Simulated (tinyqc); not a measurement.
Inside a calculation. Model: Landau-Devonshire theory of a uniaxial ferroelectric. Computed by tinyqc, a small Python program that keeps every step. Command: `OMP_NUM_THREADS=1 python tinyqc.py 3026152 3026153 out.jsonl ferro walk`. One thread of a shared host (Intel(R) Xeon(R) Processor @ 2.30GHz), about 0.01 s of CPU time with the checks. Intermediate numbers are printed to about 7 digits and carried at full precision; extremes and crossings named in words are read from the listed rows.

G(P) = (alpha/2) P^2 + (beta*/4) P^4 + (gamma/6) P^6 - E P per volume, SI units, one domain, P along the polar axis, which is normal to the film.

Inputs (values chosen for the exercise, for a model ferroelectric): alpha_0 = 1.91e+06 J m/(C^2 K); Curie-Weiss temperature T0 = 470 K; beta = 1.72e+09 J m^5/C^4; gamma = 7.74e+09 J m^9/C^6; temperature T = 247 K; misfit strain u_m = -0.0059; electrostriction Q12 = -0.019 m^4/C^2; compliance s11 + s12 = 4e-12 m^2/N; applied field E = 93 MV/m; film thickness d = 5.8 nm; screening length lambda = 0.019 nm; background permittivity eps_b = 5; gradient coefficient g = 3.5e-10 J m^3/C^2; series capacitance C_d = 1.6 microfarad/cm^2; start of Newton steps P0/Ps = 2.

Sample: epitaxial film.

Constants: eps_0 = 8.8541878128e-12 F/m.

## Coefficients at T

alpha = alpha_0 (T - T0*), with clamping: T0* = T0 + 4 Q12 u_m/(alpha_0 (s11 + s12)), beta* = beta + 4 Q12^2/(s11 + s12).

T0* = 528.6911 K

alpha = -5.380300e+08 J m/C^2

beta* = 2.081000e+09 J m^5/C^4

Compression raises T0 by 59 K. beta* > 0: the transition is of second order.

## Spontaneous polarisation, susceptibility, coercive field

Ps^2 = [-beta* + sqrt(beta*^2 - 4 alpha gamma)]/(2 gamma). chi = 1/(eps_0 G''), G'' = alpha + 3 beta* P^2 + 5 gamma P^4 at Ps. Ps, chi and the coercive field are for perfect screening, without a depolarising field. The intrinsic coercive field is |alpha P + beta* P^3 + gamma P^5| at the P_c where G'' = 0. 1 C/m^2 = 100 microcoulomb/cm^2.

spontaneous polarisation Ps = 40.18901 microcoulomb/cm^2

susceptibility chi = 76.31701

well depth G(Ps) = -24.44279 MJ/m^3

P_c = 24.93977 microcoulomb/cm^2

intrinsic coercive field = 94.43428 MV/m

P_c/Ps = 0.621, above the 0.577 of a quartic well, as the sixth-order term matters. Real switching runs by domain nucleation at far lower fields. Caution: far below T0* the expansion with linear alpha(T) is only a fit.

## Polarisation in the field by Newton steps

Solve G'(P) = alpha P + beta* P^3 + gamma P^5 - E = 0 by P(new) = P - G'/G'' from P0; stop when the step is below 1e-11 C/m^2 (G' under 1e-6 MV/m is shown as 0).

Newton steps:
```
step  P (microcoulomb/cm^2)     G' (MV/m)  G'' (MJ m/C^2)
1                  80.37803  3.151925e+03        19648.61
2                  64.33656  9.681826e+02         8676.51
3                  53.17789  2.629822e+02         4322.24
4                  47.09350  5.025622e+01         2750.05
5                  45.26603  3.566164e+00         2365.97
6                  45.11530  2.266841e-02         2335.93
7                  45.11433             0         2335.74
8                  45.11433             0         2335.74
```

P at the end of the steps = 45.11433 microcoulomb/cm^2

1/(eps_0 G'') there = 48.35334

The linear estimate Ps + eps_0 chi E gives 46.473; the field lowers chi by 36.6 %.

## The 180-degree wall

With the term (g/2) (dP/dx)^2, (g/2) P'^2 = G(P) - G(Ps) across the wall: energy = int_(-Ps)^(Ps) sqrt(2 g [G(P) - G(Ps)]) dP (40 Gauss-Legendre points); width = 2 Ps over the slope at P = 0, sqrt(2 |G(Ps)|/g). Elastic coupling inside the wall is left out.

wall energy = 71.61597 mJ/m^2

wall width = 2.150706 nm

## A capacitor with imperfect screening

Between shorted electrodes with screening length lambda each, the depolarising field is -k P, k = 2 lambda/(eps_0 (d + 2 lambda eps_b)), so alpha turns into alpha + k. The polar state is the lowest uniform state while alpha + k < 0 (beta* > 0) or < 3 beta*^2/(16 gamma) (beta* < 0); setting the equality gives the critical thickness d_c.

depolarising coefficient k = 7.164866e+08 J m/C^2

polarisation of the film = 0 microcoulomb/cm^2

size of the depolarising field = 0 MV/m

critical thickness d_c = 7.786794 nm

The film is thinner than d_c, so the uniform polar state is not the lowest one; a real film may break into domains or be non-polar.

## Thickness series

Domains are left out, though they can pre-empt both the loss of P and the state at P = 0. The second and third columns are for the shorted capacitor, polar only where it is the lowest uniform state: alpha + k < 0 (beta* > 0) or < 3 beta*^2/(16 gamma) (beta* < 0). The last column is another circuit, the film in series with C_d at P = 0: 1/C = (alpha d)/(1 + alpha eps_0 eps_b) + 1/C_d, and P = 0 is locally stable while 1/C > 0; a dash marks the rest.

Against thickness:
```
d (nm)  P (microcoulomb/cm^2)  depolarising field (MV/m)  C of the stack / C_d
1                     0.00000                    0.00000              1.008897
2                     0.00000                    0.00000              1.017954
3                     0.00000                    0.00000              1.027175
5                     0.00000                    0.00000              1.046126
8                     8.10555                   42.47501              1.075903
15                   30.26215                   85.50213              1.152443
30                   35.86945                   50.99135              1.359723
60                   38.14698                   27.20011              2.123646
150                  39.39684                   11.25784                     -
```

The polar state appears between 5 and 8 nm (d_c = 7.79 nm), and at 150 nm P is 98.0 % of Ps. The stack exceeds C_d wherever it is stable, up to 2.12 times: the ferroelectric held at P = 0 acts as a negative capacitance.

Checks made by the program: Ps against a numerical root of G'(P)/P (relative difference below 1e-10).
